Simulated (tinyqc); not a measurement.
What moves the results: optical gain and spontaneous emission in a bulk direct-gap semiconductor. A value that a table varies takes the place of the one given here.

Parabolic bands, vertical transitions, no excitons. For each hole band j: mr = me mj/(me + mj); joint density of states J_j(E) = (mr/c)^(3/2) sqrt(E - Eg)/(2 pi^2), both spins, c = hbar^2/2m0; averaged matrix element |e.p|^2 = m0 Ep/6; alpha_j(E) = 4 pi^2 alpha_f c Ep J_j/(3 nr E) in 1/angstrom (alpha_f the fine-structure constant, listed as alpha among the constants), times 1e8 for 1/cm.

F_j(eta) = (1/Gamma(j + 1)) integral_0^infinity x^j dx/(1 + exp(x - eta)), which tends to exp(eta) for eta << 0.

Quasi-Fermi levels: n = Nc F_1/2(Fc/kT) and p = Nv F_1/2(Fv/kT), Fc counted up from the conduction edge and Fv down from the valence edge; Nc, Nv from N = 2 (m kB T/(4 pi c))^(3/2) with c = hbar^2/2m0, in 1/angstrom^3; times 1e24 for 1/cm^3, with me and (mhh^(3/2) + mlh^(3/2))^(2/3).

For band j the electron sits at Ee = (E - Eg) mr/me above its edge and the hole at Eh = (E - Eg) mr/mj; fe = 1/(1 + exp((Ee - Fc)/kT)), fh = 1/(1 + exp((Eh - Fv)/kT)); gain g = sum_j alpha_j (fe + fh - 1).

Spontaneous rate: R = integral of (nr E/(hbar c))^2/(pi^2 hbar) sum_j alpha_j fe fh dE, with alpha in 1/cm and (nr E/(hbar c))^2 in 1/cm^2 (1e16 per 1/angstrom^2); B = R/(n p); lifetime n/R.

Constants: hbar^2/2m0 = 3.80998211 eV angstrom^2; fine-structure constant alpha = 0.007297352564; kB = 8.617333262e-05 eV/K; hbar = 6.58211957e-16 eV s; hbar c = 1973.269805 eV angstrom.

Values chosen for the exercise (near those of GaAs; not measured data): Eg = 1.429 eV (direct gap); me = 0.0666 m0 (electron mass); mhh = 0.491 m0 (heavy-hole mass); mlh = 0.0843 m0 (light-hole mass); Ep = 24.9 eV (Kane energy); nr = 3.54 (refractive index); T = 200 K; n = 1.1e+18 1/cm^3 (injected density, n = p).

## Peak gain against injection

The peak is the largest g over E; a dash marks no gain.

Gain:
```
n (1/cm^3)  Fc (eV)  Fv (eV)  peak gain (1/cm)  peak E - Eg (eV)  B (cm^3/s)
3.3e+17      0.0143  -0.0466                 -                 -    4.07e-10
5.3e+17      0.0274  -0.0382                 -                 -    3.82e-10
7.6e+17      0.0392  -0.0317                39            0.0026    3.57e-10
9.2e+17      0.0462  -0.0282               143            0.0065    3.42e-10
1.2e+18      0.0573  -0.0233               353            0.0131    3.19e-10
1.5e+18      0.0680  -0.0191               579            0.0196    2.98e-10
2.0e+18      0.0839  -0.0135               930            0.0293    2.69e-10
2.6e+18      0.1010  -0.0083              1304            0.0394    2.43e-10
```

transparency density (Fc + Fv = 0) = 6.59e+17 1/cm^3

Gain starts at 6.59e+17 1/cm^3, where Fc = -Fv = 0.0343 eV: with Nv/Nc = 21 the electrons must be degenerate before the holes are. The slope of peak gain against n is 6.48e-16 cm^2 between the first two rows with gain and 6.23e-16 between the last two; the peak moves from 0.0026 to 0.0394 eV above the gap as the bands fill, and B falls by a factor 1.68. Line broadening and gap shrinkage are left out.

## Gain spectrum

At the density n.

Spectrum:
```
E - Eg (eV)  alpha, empty (1/cm)  fe, heavy  fh, heavy  g (1/cm)
0.005                       1848      0.945      0.186       236
0.010                       2605      0.931      0.180       276
0.020                       3658      0.889      0.170       200
0.030                       4449      0.828      0.161       -43
0.045                       5394      0.691      0.147      -745
0.060                       6166      0.510      0.135     -1849
0.080                       7025      0.273      0.119     -3651
0.100                       7751      0.119      0.106     -5336
0.130                       8668      0.028      0.087     -7255
0.170                       9664      0.004      0.068     -8927
0.220                      10661      0.000      0.049    -10247
```

Fc + Fv = 0.0286 eV

g is positive below E - Eg = 0.0286 eV; the largest value listed is 276 1/cm at 0.010 eV. At 0.220 eV above the gap g is -0.96 times the absorption of the empty crystal, whose limit is -1.

## Transparency density and B against temperature

Eg is held fixed; B is taken at n = 1e15 1/cm^3.

Results:
```
T (K)  transparency density (1/cm^3)  Fc/kT there  B (cm^3/s)
100                         2.33e+17        1.988    1.28e-09
150                         4.28e+17        1.988    7.02e-10
200                         6.59e+17        1.988    4.58e-10
250                         9.21e+17        1.988    3.29e-10
300                         1.21e+18        1.988    2.52e-10
350                         1.52e+18        1.988    2.01e-10
400                         1.86e+18        1.988    1.65e-10
500                         2.60e+18        1.988    1.19e-10
```

Fc/kT at transparency stays at 1.988, since it depends on Nv/Nc alone, so the density goes as T^1.50. B goes as T^-1.48, against T^-1.5 for non-degenerate carriers: hot carriers spread over k and fewer pairs share a wave vector.

## What moves transparency and gain

Transparency is Fc + Fv = 0; the peak is the largest g over E at the density n (0 if none). Each row changes one parameter from the base and keeps the others.

Results:
```
case                 transparency density (1/cm^3)  Fc + Fv (eV)  peak gain (1/cm)
base                                      6.59e+17        0.0286               277
me = 0.0766 m0                            7.54e+17        0.0202               219
mhh = 0.295 m0                            5.11e+17        0.0419               614
Ep = 27.4 eV                              6.59e+17        0.0286               305
T = 240 K                                 8.66e+17        0.0153                94
n = 1.43e+18 1/cm^3                       6.59e+17        0.0456               527
nr = 3.72                                 6.59e+17        0.0286               263
```

The largest shifts from the base row, up to three for each result and ties (the steps differ in size, so this ranks the rows, not the parameters). transparency density (1/cm^3): T +2.07e+17, mhh -1.48e+17, me +9.52e+16; unchanged at the printed digits by Ep, n and nr. Fc + Fv (eV): n +0.0170, T -0.0134, mhh +0.0132; unchanged at the printed digits by Ep and nr. peak gain (1/cm): mhh +337, n +250, T -183.

(tinyqc, `OMP_NUM_THREADS=1 python tinyqc.py 1650031 1650032 out.jsonl`, Intel(R) Xeon(R) Processor @ 2.30GHz, 1 thread, shared host, about 0.08 s.)
